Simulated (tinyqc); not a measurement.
Inside a calculation. Method: UHF in the sto-6g basis, for H4+, spin multiplicity 2. This run ends on a higher stationary point, not on the lowest solution. Computed by tinyqc, a small Python program that keeps every step (integrals from PySCF). Settings: charge = 1, multiplicity = 2, basis = sto-6g, energy threshold = 1e-09, iteration cap = 54, orthogonalisation = symmetric, start = Wolfsberg-Helmholz matrix, DIIS depth = 4, method = UHF. Command: `OMP_NUM_THREADS=1 python tinyqc.py 28912 28913 out.jsonl` (the two numbers bound the seeds that draw the settings). One thread of a shared host (Intel(R) Xeon(R) Processor @ 2.60GHz), about 0.1 s of CPU time with the checks. Later iterations appear only in the table of the cycle.

## One-electron integrals

Geometry (angstrom):

| atom | x | y | z |
|---|---|---|---|
| H | 0.000000 | 0.000000 | 0.000000 |
| H | 0.000000 | 0.000000 | 1.475000 |
| H | 0.000000 | 1.894000 | 0.000000 |
| H | 0.000000 | 1.894000 | 1.475000 |

Basis sto-6g: exponents (1/bohr^2) and contraction coefficients of normalised primitives:

| element | l (shell) | exponent | coefficient |
|---|---|---|---|
| H | s (1) | 35.523221 | 0.009164 |
| H | s (1) | 6.513144 | 0.049361 |
| H | s (1) | 1.822143 | 0.168538 |
| H | s (1) | 0.625955 | 0.370563 |
| H | s (1) | 0.243077 | 0.416492 |
| H | s (1) | 0.100112 | 0.130334 |

Overlap, kinetic and nuclear-attraction integrals over the contracted functions; the nuclear repulsion is the sum of Za Zb / Rab.

nuclear repulsion = 1.71719321 hartree

overlap S, lower triangle:
```
          1H 1s     2H 1s     3H 1s     4H 1s
1H 1s  1.000000
2H 1s  0.266197  1.000000
3H 1s  0.141856  0.061915  1.000000
4H 1s  0.061915  0.141856  0.266197  1.000000
```

kinetic energy T (hartree), lower triangle:
```
           1H 1s      2H 1s     3H 1s     4H 1s
1H 1s   0.768522
2H 1s   0.011511   0.768522
3H 1s  -0.010237  -0.010898  0.768522
4H 1s  -0.010898  -0.010237  0.011511  0.768522
```

nuclear attraction V (hartree), lower triangle:
```
           1H 1s      2H 1s      3H 1s      4H 1s
1H 1s  -2.096335
2H 1s  -0.485991  -2.096335
3H 1s  -0.244118  -0.108039  -2.096335
4H 1s  -0.108039  -0.244118  -0.485991  -2.096335
```

core Hamiltonian H = T + V (hartree), lower triangle:
```
           1H 1s      2H 1s      3H 1s      4H 1s
1H 1s  -1.327813
2H 1s  -0.474480  -1.327813
3H 1s  -0.254356  -0.118937  -1.327813
4H 1s  -0.118937  -0.254356  -0.474480  -1.327813
```

## Two-electron integrals

Functions are numbered as in S; the eight-fold symmetry (ij|kl) = (ji|kl) = (kl|ij) leaves the list below.

Two-electron integrals (ij|kl) in chemists' order, unique and non-zero (hartree):
```
(11|11) 0.774999   (21|11) 0.143621   (21|21) 0.040414   (22|11) 0.351055
(22|21) 0.143621   (22|22) 0.774999   (31|11) 0.067899   (31|21) 0.014762
(31|22) 0.041815   (31|31) 0.010453   (32|11) 0.023309   (32|21) 0.006905
(32|22) 0.025954   (32|31) 0.003795   (32|32) 0.001797   (33|11) 0.277975
(33|21) 0.068387   (33|22) 0.220258   (33|31) 0.067899   (33|32) 0.025954
(33|33) 0.774999   (41|11) 0.025954   (41|21) 0.006905   (41|22) 0.023309
(41|31) 0.003795   (41|32) 0.001754   (41|33) 0.023309   (41|41) 0.001797
(42|11) 0.041815   (42|21) 0.014762   (42|22) 0.067899   (42|31) 0.006437
(42|32) 0.003795   (42|33) 0.041815   (42|41) 0.003795   (42|42) 0.010453
(43|11) 0.068387   (43|21) 0.019037   (43|22) 0.068387   (43|31) 0.014762
(43|32) 0.006905   (43|33) 0.143621   (43|41) 0.006905   (43|42) 0.014762
(43|43) 0.040414   (44|11) 0.220258   (44|21) 0.068387   (44|22) 0.277975
(44|31) 0.041815   (44|32) 0.023309   (44|33) 0.351055   (44|41) 0.025954
(44|42) 0.067899   (44|43) 0.143621   (44|44) 0.774999
```

## Orthogonalisation

S = U s U^T; symmetric (Loewdin) form X = U s^(-1/2) U^T, so that X^T S X = 1.

eigenvalues of S: 0.653862  0.813743  1.062426  1.469968

X, lower triangle:
```
           1H 1s      2H 1s      3H 1s     4H 1s
1H 1s   1.035051
2H 1s  -0.137565   1.035051
3H 1s  -0.068377  -0.004314   1.035051
4H 1s  -0.004314  -0.068377  -0.137565  1.035051
```

## Starting guess

The start is the generalised Wolfsberg-Helmholz matrix (K = 1.75) built on H; D(s) = C_occ C_occ^T for each spin.

D(alpha) at the start, lower triangle:
```
           1H 1s      2H 1s     3H 1s     4H 1s
1H 1s   0.405382
2H 1s   0.405382   0.405382
3H 1s  -0.065239  -0.065239  0.405382
4H 1s  -0.065239  -0.065239  0.405382  0.405382
```

D(beta) at the start, lower triangle:
```
          1H 1s     2H 1s     3H 1s     4H 1s
1H 1s  0.170072
2H 1s  0.170072  0.170072
3H 1s  0.170072  0.170072  0.170072
4H 1s  0.170072  0.170072  0.170072  0.170072
```

## Iteration 1: building the Fock matrix

J_ij = sum D_kl (ij|kl) with D = D(alpha) + D(beta), K_ij = sum D_kl (ik|jl) for each spin; F = H + J - K(s); E = tr D H + tr D J / 2 - 0.5 sum_s tr D(s) K(s) + E_nn.

Coulomb J (hartree), lower triangle:
```
          1H 1s     2H 1s     3H 1s     4H 1s
1H 1s  1.212035
2H 1s  0.321510  1.212035
3H 1s  0.165383  0.074928  1.212035
4H 1s  0.074928  0.165383  0.321510  1.212035
```

exchange K(alpha) (hartree), lower triangle:
```
          1H 1s     2H 1s     3H 1s     4H 1s
1H 1s  0.439966
2H 1s  0.270209  0.439966
3H 1s  0.061925  0.046946  0.439966
4H 1s  0.046946  0.061925  0.270209  0.439966
```

exchange K(beta) (hartree), lower triangle:
```
          1H 1s     2H 1s     3H 1s     4H 1s
1H 1s  0.230198
2H 1s  0.147635  0.230198
3H 1s  0.115535  0.097071  0.230198
4H 1s  0.097071  0.115535  0.147635  0.230198
```

F(alpha) (hartree), lower triangle:
```
           1H 1s      2H 1s      3H 1s      4H 1s
1H 1s  -0.555744
2H 1s  -0.423180  -0.555744
3H 1s  -0.150898  -0.090954  -0.555744
4H 1s  -0.090954  -0.150898  -0.423180  -0.555744
```

F(beta) (hartree), lower triangle:
```
           1H 1s      2H 1s      3H 1s      4H 1s
1H 1s  -0.345976
2H 1s  -0.300606  -0.345976
3H 1s  -0.204508  -0.141079  -0.345976
4H 1s  -0.141079  -0.204508  -0.300606  -0.345976
```

total energy of this density = -1.53494724 hartree

## Iteration 1: diagonalisation and new density

Diagonalise F' = X^T F X, C = X C', fill 2 alpha and 1 beta electrons from the bottom; D(s) = C_occ C_occ^T. Each column has its largest component positive (the first on a tie).

F' = X^T F X (alpha) (hartree), lower triangle:
```
           1          2          3          4
1  -0.467969
2  -0.294152  -0.467969
3  -0.065555  -0.002802  -0.467969
4  -0.002802  -0.065555  -0.294152  -0.467969
```

orbital energies (alpha) (hartree): MO1 -0.830478, MO2 -0.693764, MO3 -0.236571, MO4 -0.111064

coefficients C (alpha):
```
            MO1        MO2        MO3        MO4
1H 1s  0.412398   0.485088   0.554276   0.618339
2H 1s  0.412398   0.485088  -0.554276  -0.618339
3H 1s  0.412398  -0.485088   0.554276  -0.618339
4H 1s  0.412398  -0.485088  -0.554276   0.618339
```

F' = X^T F X (beta) (hartree), lower triangle:
```
           1          2          3          4
1  -0.266088
2  -0.213046  -0.266088
3  -0.138243  -0.057583  -0.266088
4  -0.057583  -0.138243  -0.213046  -0.266088
```

orbital energies (beta) (hartree): MO1 -0.674960, MO2 -0.283308, MO3 -0.133702, MO4 0.027618

coefficients C (beta):
```
            MO1        MO2        MO3        MO4
1H 1s  0.412398   0.485088   0.554276   0.618339
2H 1s  0.412398   0.485088  -0.554276  -0.618339
3H 1s  0.412398  -0.485088   0.554276  -0.618339
4H 1s  0.412398  -0.485088  -0.554276   0.618339
```

D(alpha) after iteration 1, lower triangle:
```
           1H 1s      2H 1s     3H 1s     4H 1s
1H 1s   0.405382
2H 1s   0.405382   0.405382
3H 1s  -0.065239  -0.065239  0.405382
4H 1s  -0.065239  -0.065239  0.405382  0.405382
```

D(beta) after iteration 1, lower triangle:
```
          1H 1s     2H 1s     3H 1s     4H 1s
1H 1s  0.170072
2H 1s  0.170072  0.170072
3H 1s  0.170072  0.170072  0.170072
4H 1s  0.170072  0.170072  0.170072  0.170072
```

## Iteration 2: building the Fock matrix

As before.

Coulomb J (hartree), lower triangle:
```
          1H 1s     2H 1s     3H 1s     4H 1s
1H 1s  1.212035
2H 1s  0.321510  1.212035
3H 1s  0.165383  0.074928  1.212035
4H 1s  0.074928  0.165383  0.321510  1.212035
```

exchange K(alpha) (hartree), lower triangle:
```
          1H 1s     2H 1s     3H 1s     4H 1s
1H 1s  0.439966
2H 1s  0.270209  0.439966
3H 1s  0.061925  0.046946  0.439966
4H 1s  0.046946  0.061925  0.270209  0.439966
```

exchange K(beta) (hartree), lower triangle:
```
          1H 1s     2H 1s     3H 1s     4H 1s
1H 1s  0.230198
2H 1s  0.147635  0.230198
3H 1s  0.115535  0.097071  0.230198
4H 1s  0.097071  0.115535  0.147635  0.230198
```

F(alpha) (hartree), lower triangle:
```
           1H 1s      2H 1s      3H 1s      4H 1s
1H 1s  -0.555744
2H 1s  -0.423180  -0.555744
3H 1s  -0.150898  -0.090954  -0.555744
4H 1s  -0.090954  -0.150898  -0.423180  -0.555744
```

F(beta) (hartree), lower triangle:
```
           1H 1s      2H 1s      3H 1s      4H 1s
1H 1s  -0.345976
2H 1s  -0.300606  -0.345976
3H 1s  -0.204508  -0.141079  -0.345976
4H 1s  -0.141079  -0.204508  -0.300606  -0.345976
```

total energy of this density = -1.53494724 hartree

## Iteration 2 (converged): orbitals

As before.

F' = X^T F X (alpha) (hartree), lower triangle:
```
           1          2          3          4
1  -0.467969
2  -0.294152  -0.467969
3  -0.065555  -0.002802  -0.467969
4  -0.002802  -0.065555  -0.294152  -0.467969
```

orbital energies (alpha) (hartree): MO1 -0.830478, MO2 -0.693764, MO3 -0.236571, MO4 -0.111064

coefficients C (alpha):
```
            MO1        MO2        MO3        MO4
1H 1s  0.412398   0.485088   0.554276   0.618339
2H 1s  0.412398   0.485088  -0.554276  -0.618339
3H 1s  0.412398  -0.485088   0.554276  -0.618339
4H 1s  0.412398  -0.485088  -0.554276   0.618339
```

F' = X^T F X (beta) (hartree), lower triangle:
```
           1          2          3          4
1  -0.266088
2  -0.213046  -0.266088
3  -0.138243  -0.057583  -0.266088
4  -0.057583  -0.138243  -0.213046  -0.266088
```

orbital energies (beta) (hartree): MO1 -0.674960, MO2 -0.283308, MO3 -0.133702, MO4 0.027618

coefficients C (beta):
```
            MO1        MO2        MO3        MO4
1H 1s  0.412398   0.485088   0.554276   0.618339
2H 1s  0.412398   0.485088  -0.554276  -0.618339
3H 1s  0.412398  -0.485088   0.554276  -0.618339
4H 1s  0.412398  -0.485088  -0.554276   0.618339
```

D(alpha) after iteration 2, lower triangle:
```
           1H 1s      2H 1s     3H 1s     4H 1s
1H 1s   0.405382
2H 1s   0.405382   0.405382
3H 1s  -0.065239  -0.065239  0.405382
4H 1s  -0.065239  -0.065239  0.405382  0.405382
```

D(beta) after iteration 2, lower triangle:
```
          1H 1s     2H 1s     3H 1s     4H 1s
1H 1s  0.170072
2H 1s  0.170072  0.170072
3H 1s  0.170072  0.170072  0.170072
4H 1s  0.170072  0.170072  0.170072  0.170072
```

## Convergence

Stop when the energy changes by less than 1e-09 hartree and every element of the error matrix X^T (F D S - S D F) X (for each spin) is below 9e-06.

Course of the cycle:

| iteration | E (hartree) | change | largest element of the error matrix |
|---|---|---|---|
| 1 | -1.53494724 | - | 3.91e-16 |
| 2 | -1.53494724 | -1.33e-15 | 2.85e-16 |

PySCF UHF in the same basis, after a stability check = -1.54657057 hartree

Converged in 2 iterations. But the solution lies 0.01162 hartree above the reference: it is another stationary point, not the lowest one. Reruns (cap 100 unless said): DIIS 8: converged in 2 to a higher stationary point; damping 0.5: converged in 2 to a higher stationary point; level shift 0.5: converged in 2 to a higher stationary point; atomic densities as start, DIIS 8: converged in 3 to a higher stationary point.

## Populations, bond orders and dipole

Mulliken: Z minus the diagonal of D S on the atom; Loewdin: the same with S^(1/2) D S^(1/2); Mayer order: 2 sum_s sum (D(s) S)_ij (D(s) S)_ji over the two atoms.

Charges (e):

| atom | Mulliken | Loewdin | Mulliken spin |
|---|---|---|---|
| 1H | 0.250000 | 0.250000 | 0.250000 |
| 2H | 0.250000 | 0.250000 | 0.250000 |
| 3H | 0.250000 | 0.250000 | 0.250000 |
| 4H | 0.250000 | 0.250000 | 0.250000 |

Mayer bond orders:

| pair | order |
|---|---|
| 2-1 | 0.625000 |
| 3-1 | 0.125000 |
| 3-2 | 0.125000 |
| 4-1 | 0.125000 |
| 4-2 | 0.125000 |
| 4-3 | 0.625000 |

dipole moment about the origin, x y z (debye): 0.000000  4.548635  3.542363

<S^2> of the determinant (pure state: 0.75) = 0.750000
